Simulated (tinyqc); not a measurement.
# Reverse leakage of an n+-p junction: diffusion, generation, trap-assisted and band-to-band tunnelling: leakage components against the temperature

One-sided abrupt junction in the depletion approximation, x from the junction (0) to W on the p side, field F = F0 (1 - x/W). Flat quasi-Fermi levels, long p side. Traps generate through SRH with both lifetimes shortened by 1 + Gamma (Hurkx enhancement, form for moderate fields); band-to-band generation is local and needs a total bending above Eg.

Nc and Nv are given at 250 K and scale as (T/250 K)^1.5; all else is held fixed. ni = sqrt(Nc Nv) exp(-Eg/(2 Vt)), Eg in volts; Vbi = Vt ln(Na Nd/ni^2); W = sqrt(2 eps0 eps_r (Vbi + VR)/(q Na)); F0 = 2 (Vbi + VR)/W; FG = sqrt(24 mt m0 (kB T)^3)/(q hbar); J_diff = q ni^2 sqrt(Dn/tau)(1 - exp(-VR/Vt))/Na. u = (Vbi + VR)(1 - x/W)^2, p = Na exp(-u/Vt), n = Nd exp((u - Vbi - VR)/Vt); G0 = ni^2 (1 - exp(-VR/Vt))/(tau (n + p + 2 ni cosh(Et/Vt))); Gamma = 2 sqrt(3 pi)(F/FG) exp((F/FG)^2); trap-assisted part G0 Gamma; G_bb = Ab F^2.5 exp(-Bb/F) with F in V/cm, zero unless Vbi + VR > Eg, and counted as zero under 1 cm^-3 s^-1. Currents are q times the integrals over 0 to W; J_bb under 1e-8 of J is printed as 0; rows with F0/FG above 2.2, beyond the range of this Gamma, are left out.

Parameters, values chosen for the exercise; band and dielectric values close to those of silicon:
- Eg = 1.11 eV (band gap)
- eps_r = 11.8 (relative permittivity)
- Nc = 2.15e19 cm^-3 (conduction-band density of states at the reference temperature)
- Nv = 1.99e19 cm^-3 (valence-band density of states at the reference temperature)
- Na = 2.2e16 cm^-3 (acceptor density of the lighter side)
- Nd = 1e19 cm^-3 (donor density of the heavier side)
- tau = 4e-6 s (SRH lifetime of both carriers at zero field)
- Et = 0 eV (trap level above the intrinsic level)
- mt = 0.23 m0 (tunnelling mass)
- Dn = 24 cm^2/s (electron diffusion coefficient on the lighter side)
- Ab = 2.1e14 cm^-0.5 V^-2.5 s^-1 (band-to-band prefactor)
- Bb = 1.85e7 V/cm (band-to-band field constant)
- VR = 0.6 V (reverse bias)

Constants: q = 1.602176634e-19 C, kB = 1.380649e-23 J/K, hbar = 1.054571817e-34 J s, m0 = 9.1093837015e-31 kg, Vt = kB T/q, eps0 = 8.8541878128e-14 F/cm where lengths are in cm. Results are converted to the units shown.

The same in every row: J_bb (A/cm^2) = 0.

Leakage components against the temperature:

| T (K) | F0 (kV/cm) | F0/FG | J_diff (A/cm^2) | J_SRH (A/cm^2) | J_TAT (A/cm^2) | J (A/cm^2) | largest part |
|---|---|---|---|---|---|---|---|
| 220 | 103 | 0.464 | 1.94e-19 | 6.06e-13 | 1.26e-12 | 1.87e-12 | trap-assisted tunnelling |
| 250 | 102 | 0.380 | 3.21e-16 | 2.52e-11 | 4.12e-11 | 6.64e-11 | trap-assisted tunnelling |
| 280 | 101 | 0.317 | 1.13e-13 | 4.83e-10 | 6.42e-10 | 1.13e-9 | trap-assisted tunnelling |
| 310 | 100 | 0.270 | 1.31e-11 | 5.35e-9 | 5.90e-9 | 1.13e-8 | trap-assisted tunnelling |
| 340 | 99.3 | 0.233 | 6.76e-10 | 3.95e-8 | 3.68e-8 | 7.69e-8 | SRH generation |
| 370 | 98.3 | 0.203 | 1.88e-8 | 2.14e-7 | 1.71e-7 | 4.04e-7 | SRH generation |
| 400 | 97.2 | 0.178 | 3.23e-7 | 9.16e-7 | 6.31e-7 | 1.87e-6 | SRH generation |
| 430 | 96.1 | 0.158 | 3.80e-6 | 3.25e-6 | 1.95e-6 | 8.99e-6 | diffusion |

Read the table: what changes, and by how much?

J rises from 1.87e-12 to 8.99e-6 A/cm^2. Trap-assisted tunnelling leads at T = 220, SRH generation from 340, diffusion from 430 on. Activation energies over the table: 1.19 eV for diffusion (Eg = 1.11 eV, raised by the T^3 of ni^2), 0.601 eV for SRH generation (Eg/2 + |Et| = 0.555 eV), 0.553 eV for the trap-assisted part, lower since Gamma grows on cooling; the total shows 0.564 eV at the cold end and 0.776 eV at the hot end.

Range of the model: The n+ side is degenerate, so Vbi from Boltzmann statistics is only a guide.

Program tinyqc, `OMP_NUM_THREADS=1 python tinyqc.py 2290119 2290120 out.jsonl`; Intel Xeon 2.30GHz, shared host, one thread, about 0.01 s.
